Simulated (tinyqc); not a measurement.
# From electron level before the anneal back to conduction offset V_c

Model: interdiffusion of a quantum well during annealing: blurred potential and shift of the confined levels. Computed by tinyqc, a small Python program. Command: `OMP_NUM_THREADS=1 python tinyqc.py 3030319 3030320 out.jsonl qwi inv`. One thread of a shared host (Intel(R) Xeon(R) Processor @ 2.30GHz), about 0.02 s of CPU time with the checks.

A square well of width w is blurred by Fick diffusion with a constant coefficient; band offsets are linear in composition, masses are uniform, and strain and excitons are ignored.

Inputs (values chosen for the exercise, modelled on GaAs in AlGaAs):
```
quantity             value  unit
well width w            12    nm
electron mass m_e   0.0662   m_0
hole mass m_h        0.363   m_0
valence offset V_v    0.17    eV
```

Constants: hbar^2/(2 m_0) = 3.80998212 eV angstrom^2.

Method. Square well, ground state: take the lowest root of k tan(k w/2) = kappa, k^2 = E/c, kappa^2 = (V - E)/c, c = hbar^2/(2m) with hbar^2/(2 m_0) in eV angstrom^2.

Question. A run gave the result below. Find the conduction offset V_c, known to lie between 0.19 and 0.28 eV.

electron level before the anneal = 24.74495 meV

Answer.

Each step takes the trial c = (a f_b - b f_a)/(f_b - f_a), f being the result less the target and a, b, c the logarithms of the listed values; c replaces end b, the old b replaces a if the sign of f changed, and otherwise f_a is halved.

Scan of the range:
```
conduction offset V_c (eV)  electron level before the anneal (meV)
0.190                                                      23.4705
0.203                                                      23.8357
0.216                                                      24.1739
0.231                                                      24.5350
0.246                                                      24.8688
0.262                                                      25.1986
0.280                                                      25.5413
```

False position (Illinois rule, in the logarithm of the input) inside the bracket:
```
step     end a     end b     trial  electron level before the anneal (meV)
1     0.231000  0.246000  0.240324                                 24.7455
2     0.231000  0.240324  0.240277                                 24.7444
3     0.240324  0.240277  0.240300                                 24.7450
```

Electron level before the anneal rises at every point of a 13-point scan of the range (every second point is shown), so one value fits; it is bracketed by 0.231 and 0.246. Answer: conduction offset V_c = 0.2403 eV.

Caution: the well mass is used in the barriers too; a heavier barrier mass would lower these levels.
